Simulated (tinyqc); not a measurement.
# From level (-2/-3) back to cell length L

Model: formation energy of a charged point defect from supercell energies. Computed by tinyqc, a small Python program. Command: `OMP_NUM_THREADS=1 python tinyqc.py 3027399 3027400 out.jsonl formation inv`. One thread of a shared host (Intel(R) Xeon(R) Processor @ 2.30GHz), about 0.02 s of CPU time with the checks.

The host is a compound AB. Making the defect adds n_A = 1, n_B = -1 atoms to the cell. All total energies are inputs. E_F is counted from the valence-band maximum (VBM); x = 0 is A-rich and x = 1 B-rich growth.

Inputs (values chosen for the exercise, for a model compound AB):
```
quantity                      value  unit
gap E_g                        2.23    eV
E_VBM of the host cell        1.769    eV
potential alignment dV         0.12    eV
dielectric constant eps        13.5     -
mu_A of the pure element     -1.761    eV
mu_B of the pure element     -4.686    eV
formation enthalpy dH of AB  -0.904    eV
growth condition x             0.85     -
```

Defect: A on a B site. Supercell lattice: bcc.

charge states q: 0  -1  -2  -3

E(defect, q) - E(host), in the order of q (eV): 7.153  9.514  12.794  16.096

Constants: e^2/(4 pi eps_0) = 14.39964548 eV angstrom.

Method:
- dmu_A = x dH and dmu_B = (1 - x) dH, so that dmu_A + dmu_B = dH; mu = mu(element) + dmu.
- The reservoir term is sum n_i mu_i.
- Image-charge correction of a point charge in a neutralising background: E_corr = q^2 alpha e^2/(4 pi eps_0) / (2 eps L), alpha = 2.888462 for a bcc array with L the cube root of the volume.
- E_f(q, E_F) = [E(defect, q) - E(host)] - sum n_i mu_i + q (E_VBM + dV + E_F) + E_corr(q).
- eps(q/q-1) = E_f(q - 1, 0) - E_f(q, 0).

Problem. A run gave the result below. Find the cell length L, known to lie between 12 and 27 angstrom.

level (-2/-3) = 1.956186 eV

Solution.

Each step takes the trial c = (a f_b - b f_a)/(f_b - f_a), f being the result less the target and a, b, c the logarithms of the listed values; c replaces end b, the old b replaces a if the sign of f changed, and otherwise f_a is halved.

Scan of the range:
```
cell length L (angstrom)  level (-2/-3) (eV)
12.0                                 2.05486
13.7                                 1.97522
15.7                                 1.90360
18.0                                 1.84091
20.6                                 1.78690
23.6                                 1.73937
27.0                                 1.69827
```

False position (Illinois rule, in the logarithm of the input) inside the bracket:
```
step    end a    end b    trial  level (-2/-3) (eV)
1     13.7000  15.7000  14.2052             1.95522
2     13.7000  14.2052  14.1580             1.95703
3     14.2052  14.1580  14.1800             1.95619
4     14.1580  14.1800  14.1800             1.95619
```

Level (-2/-3) falls at every point of a 13-point scan of the range (every second point is shown), so one value fits; it is bracketed by 13.7 and 15.7. Answer: cell length L = 14.18 angstrom.

Caution: the largest image-charge correction in these energies, q^2 alpha e^2/(8 pi eps_0 eps L) with alpha = 2.888462, exceeds a quarter of the gap; the point-charge term alone is then a rough estimate, usually too large for a charge that is spread out.
